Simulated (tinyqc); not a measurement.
Polytypes by hexagonality, and a cubic inclusion as a quantum well, step by step. Values are carried at full precision from step to step, so a last printed digit may differ when a step is redone from the rounded ones.

A layer is h if its two neighbours in the periodic sequence sit on the same site, k otherwise; the hexagonality h is the share of h layers.

Constants: hbar^2/2m0 = 3.80998211 eV angstrom^2.

Inputs chosen for the exercise (of the order of those of GaAs; not measured data):
- E3 = 1.522 eV (gap of the cubic polytype)
- E2 = 1.52 eV (gap of 2H)
- Ev2 = 0.106 eV (valence top of 2H above that of 3C)
- P2 = 0.0017 C/m^2 (spontaneous polarisation of 2H)
- m = (0.07, 0.064) m0 (electron mass along c in the cubic layer and in the host)
- d = 3.251 angstrom (thickness of a double layer)
- eps = 12.6 (dielectric constant)
- N = 15 (double layers in the cubic inclusion)

## Hexagonality

Stacking sequences:
```
polytype         sequence
10H            ABCABCBACB
8H               ABCABACB
6H                 ABCACB
15R       ABCACBCABACABCB
2H                     AB
```

Give the h/k string and h of each.

Hexagonality:
```
polytype       h/k string       h
10H            hkkkkhkkkk  0.2000
8H               hkkkhkkk  0.2500
6H                 hkkhkk  0.3333
15R       hkkhkhkkhkhkkhk  0.4000
2H                     hh  1.0000
```

## Gaps and band edges

Gap: E3 + (E2 - E3) h. Valence top Ev2 h and polarisation P2 h, both counted from 3C; Ec = Ev + gap.

Evaluate for each polytype.

Results:
```
polytype  gap (eV)  Ev (eV)  Ec (eV)  P (C/m^2)
10H         1.5216   0.0212   1.5428    0.00034
8H          1.5215   0.0265   1.5480    0.00042
6H          1.5213   0.0353   1.5567    0.00057
15R         1.5212   0.0424   1.5636    0.00068
2H          1.5200   0.1060   1.6260    0.00170
```

The widest gap is that of 10H, the narrowest that of 2H. Ev and Ec both rise with h, so 3C collects electrons and the more hexagonal side holes: a staggered line-up.

## The bound level without the field

A cubic inclusion of width L = N d in the host (h = 1) is a well of depth V = Ec(host) - Ec(3C). Square well with mass mismatch: k tan(k L/2) = (m_w/m_b) q, k = sqrt(m_w E/c), q = sqrt(m_b (V - E)/c), c = hbar^2/2m0, lowest root. The depth of the level, V - E, is its binding, and the transition to the valence top of the host is gap(host) - (V - E). The step in polarisation gives a field |F| = |P|/(eps eps0) in a thin inclusion, eps0 = 8.8541878e-12 F/m.

Give V, L, the level E, its depth below the host conduction edge and the transition to the valence top of the host, gap(host) - (V - E).

V = 0.1040 eV
L = 48.765 angstrom
E above the bottom = 0.0552 eV
depth below the host edge = 0.0488 eV
transition = 1.4712 eV

The level keeps 47 % of the well depth. The transition lies below the gap of 3C itself (1.522 eV), which only a staggered line-up allows.

## The polarisation field

Give |F|, the drop |F| L, the bound charge |P|/e per cm^2 (e = 1.602176634e-19 C), and, as a first estimate, the shift -|F| L/2 of the transition for an electron centred in the layer and a hole in the host on the high side.

|F| = 0.152 MV/cm
drop = 74.3 meV
bound charge = 1.06e+12 cm^-2
estimated shift = -37.2 meV

The drop is 71 % of the well depth. The host edge on the low side sinks by 37 meV against the centre, less than the 49 meV by which the flat well binds.

## Checks

- Square-well root against finite differences on a grid of 0.5 angstrom (eV): both 0.055.

tinyqc: `OMP_NUM_THREADS=1 python tinyqc.py 1880370 1880371 out.jsonl`; about 0.09 s, one thread, shared Intel(R) Xeon(R) Processor @ 2.30GHz.
